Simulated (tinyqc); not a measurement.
# Interface traps from C-V curves, high-low and Terman methods: effects of single changes

MOS capacitor on an n-type substrate; psi is the band bending, negative in depletion; only majority carriers are counted. At the bending psi the Fermi level lies y = xi - psi below the conduction edge at the surface, xi = Vt ln(Nc/Nd). Dit(y) = D0 + D1 exp(-y/E1); traps fill up to the Fermi level, follow the bias and a slow signal, and do not follow a fast one. V is the gate voltage from flat band.

Values chosen for this exercise; band and dielectric values close to those of gallium arsenide:
- T = 300 K (temperature)
- eps_r = 13 (relative permittivity)
- Nc = 4.32e17 cm^-3 (conduction-band density of states at T)
- Nd = 5.2e15 cm^-3 (donor density)
- EOT = 3.5 nm (equivalent oxide thickness)
- D0 = 2e12 cm^-2 eV^-1 (trap density far from the band edge)
- D1 = 7.7e13 cm^-2 eV^-1 (band-tail density at the conduction edge)
- E1 = 0.1 eV (decay energy of the tail)

Constants: q = 1.602176634e-19 C, kB = 1.380649e-23 J/K, Vt = kB T/q, eps0 = 8.8541878128e-14 F/cm where lengths are in cm. Results are converted to the units shown.

Each table varies one quantity; the others keep the values above.

## An error in the doping read as traps

Cox = 3.9 eps0/EOT, LD = sqrt(eps0 eps_r Vt/(q Nd)), u = psi/Vt, Cd = (eps0 eps_r/(sqrt(2) LD)) |exp(u) - 1|/sqrt(exp(u) - u - 1). Ideal V0 = psi - sqrt(2) (eps0 eps_r Vt/LD) sqrt(exp(u) - u - 1)/Cox for psi < 0; the traps add dV = (q/Cox) times the integral of Dit from 0 to psi = (q/Cox) [D0 psi + D1 E1 exp(-xi/E1) (exp(psi/E1) - 1)]. 1/C_HF = 1/Cox + 1/Cd, 1/C_LF = 1/Cox + 1/(Cd + q Dit). The sample has Nd; the ideal curve is drawn with Nd (1 + e). At the true psi = -0.309 V the measured C_HF is matched to the ideal curve, which gives psi', and Dit = (Cox/q) [dV/dpsi' - 1 - Cd'(psi')/Cox], derivatives exact.

The same in every row: true Dit (cm^-2 eV^-1) = 3.118e12.

Results:

| e | psi' (V) | apparent Dit (cm^-2 eV^-1) |
|---|---|---|
| -0.15 | -0.2665 | 4.795e12 |
| -0.05 | -0.2948 | 3.618e12 |
| -0.02 | -0.3033 | 3.312e12 |
| 0 | -0.3090 | 3.118e12 |
| 0.02 | -0.3147 | 2.931e12 |
| 0.05 | -0.3232 | 2.664e12 |
| 0.1 | -0.3373 | 2.252e12 |
| 0.15 | -0.3515 | 1.875e12 |

Estimate the missing row, e = -0.1.

Computed row:

| e | psi' (V) | apparent Dit (cm^-2 eV^-1) |
|---|---|---|
| -0.1 | -0.2807 | 4.174e12 |

With this row back in the table: The apparent Dit falls from 4.79e12 to 1.88e12 cm^-2 eV^-1, against the true 3.12e12. An error of +5 % in the doping shifts it by -4.53e11 cm^-2 eV^-1, 14.5 % of the true value.

## Subthreshold swing with traps

Same model as above.

At psi = -0.309 V the swing of a transistor with this gate would be S = Vt ln 10 (1 + (Cd + q Dit)/Cox), Dit as above.

Subthreshold swing with traps:

| D0 (cm^-2 eV^-1) | Dit (cm^-2 eV^-1) | q Dit/Cox | S (mV/decade) |
|---|---|---|---|
| 8.5e9 | 1.126e12 | 0.1829 | 72.90 |
| 2.5e10 | 1.143e12 | 0.1856 | 73.05 |
| 7.3e10 | 1.191e12 | 0.1933 | 73.52 |
| 2.1e11 | 1.328e12 | 0.2156 | 74.84 |
| 6.2e11 | 1.738e12 | 0.2822 | 78.81 |
| 1.8e12 | 2.918e12 | 0.4738 | 90.21 |
| 5.3e12 | 6.418e12 | 1.042 | 124.0 |
| 1.5e13 | 1.612e13 | 2.617 | 217.8 |

What does the comparison show?

S rises from 72.9 to 218 mV/decade; without traps it is 62.0. The traps add 10 mV/decade at Dit = 1.03e12 cm^-2 eV^-1 and equal Cox at 6.16e12.

Numbers from tinyqc (`OMP_NUM_THREADS=1 python tinyqc.py 2030019 2030020 out.jsonl`; about 0.01 s on one thread of a shared Intel Xeon 2.30GHz).
